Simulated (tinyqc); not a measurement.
Quantum-confined Stark effect in a modulator well: one step. Estimate for hard walls. Three cases, with inputs chosen for the exercise.

Task: Second order: each level moves by -C m (e F)^2 L^4/(2c), C = (15/pi^2 - 1)/(24 pi^2), c = hbar^2/2m0, 1 kV/cm = 1e-5 eV/angstrom. It holds while e F L is no more than about twice 3 c pi^2/(m L^2).

Constants: hbar^2/2m0 = 3.80998211 eV angstrom^2.

Case 1.

Values chosen (near those of an InGaAsP well in InP; the results hold for these values, not for the real material):
- L = 112 angstrom (well width)
- me = 0.0497 m0 (electron, well)
- mh = 0.369 m0 (heavy hole along z, well)
- F = 68 kV/cm (field)

Case 2.

Values chosen (near those of an InGaAs well in InAlAs; the results hold for these values, not for the real material):
- L = 92 angstrom (well width)
- me = 0.0421 m0 (electron, well)
- mh = 0.376 m0 (heavy hole along z, well)
- F = 136 kV/cm (field)

Case 3.

Values chosen (near those of an InGaAsP well in InP; the results hold for these values, not for the real material):
- L = 104 angstrom (well width)
- me = 0.0511 m0 (electron, well)
- mh = 0.344 m0 (heavy hole along z, well)
- F = 79 kV/cm (field)

Give: Estimate.

Result:

Case 1.

Estimate:
```
carrier,shift (meV),e F L over the level spacing
electron,-1.04,0.42
heavy hole,-7.73,3.12
```

The hole, 7.4 times heavier, carries 88 % of the estimated shift; for it the ratio exceeds 3, so second order overstates its shift, by 13 % at a ratio of 3 and 60 % at 8.

Case 2.

Estimate:
```
carrier,shift (meV),e F L over the level spacing
electron,-1.61,0.40
heavy hole,-14.35,3.53
```

The hole, 8.9 times heavier, carries 90 % of the estimated shift; for it the ratio exceeds 3, so second order overstates its shift, by 13 % at a ratio of 3 and 60 % at 8.

Case 3.

Estimate:
```
carrier,shift (meV),e F L over the level spacing
electron,-1.07,0.40
heavy hole,-7.23,2.71
```

The hole, 6.7 times heavier, carries 87 % of the estimated shift; for hard walls second order errs by about 2 % at a ratio of 1 and 13 % at 3.

Computed by tinyqc, one run a case: `OMP_NUM_THREADS=1 python tinyqc.py N N+1 out.jsonl` with N = 1250928, 1251009, 1251017; one thread of a shared Intel(R) Xeon(R) Processor @ 2.30GHz, about 0.1 s a run at most.
